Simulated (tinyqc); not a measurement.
An infinitely deep well in a field (quantum-confined Stark shift), Airy functions: two steps of the calculation.

Hard walls at x = -L/2 and +L/2; between them U(x) = -F x (eV, zero at the centre). C = hbar^2/(2 m0), e = (C F^2/m1)^(1/3), z1 = (F L/2 - E)/e at the left wall and z2 = (-F L/2 - E)/e at the right wall. Levels are the roots of D(E) = Ai(z1) Bi(z2) - Ai(z2) Bi(z1).

Parameters, values chosen for the exercise:
```
symbol  value  unit       meaning
m1      0.086    m0          mass
L         5.8    nm    well width
F       0.024  V/nm         field
n           2        level sought
```

Constants: q = 1.602176634e-19 C, hbar = 1.054571817e-34 J s, m0 = 9.1093837015e-31 kg, hbar^2/(2 m0) = 0.0380998212 eV nm^2. Results are converted to the units shown.

Task 1. Level without field and second-order shift. E_n(0) = C (n pi/L)^2/m1; second-order shift m1 F^2 L^4 (1 - 15/(pi n)^2)/(48 C pi^2 n^2).

Find: E_n(0); second-order shift; F L/E_1(0).

Result 1.

E_n(0) = 0.51991 eV
second-order shift = 0.48143 meV
F L/E_1(0) = 1.0710

Task 2. Secant step for the level. Secant step from the last two trial energies, E_a the older and E_b the newer: next = E_b - D(E_b) (E_b - E_a)/(D(E_b) - D(E_a)).

first trial energy = 0.5199 eV
second trial energy = 0.5134 eV

Give: D(E_a); D(E_b); third trial energy.

Result 2.

D(E_a) = 3.294e-4
D(E_b) = 0.004761
third trial energy = 0.5204 eV

Numbers from tinyqc (`OMP_NUM_THREADS=1 python tinyqc.py 2580022 2580023 out.jsonl`; about 0.02 s on one thread of a shared Intel Xeon 2.30GHz).
